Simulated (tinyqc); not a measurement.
## Contact resistivity and sheet resistance from two contact lengths

Inverse problem. Rc = [sqrt(rc Rsh)/Wc] coth(Lc/(2 LT)), LT = sqrt(rc/Rsh), Wc = 40 nm; the second contact is twice as long as the first. Find LT, rc and Rsh.

Rc for Lc = 13 and 26 nm (ohm): [239.621115, 143.259033]

Solution. With t = tanh(Lc/(2 LT)) for the shorter contact, the resistance of the longer over that of the shorter is (1 + t^2)/2. Then sqrt(rc Rsh) = Rc t Wc, and rc and Rsh follow by multiplying and dividing by LT.

LT = 13.7 nm
rc = 5.80e-10 ohm cm^2
Rsh = 310 ohm

Computed by the program tinyqc: `OMP_NUM_THREADS=1 python tinyqc.py 2170090 2170091 out.jsonl`, one thread of a shared Intel Xeon 2.30GHz, about 0.07 s for the whole run.
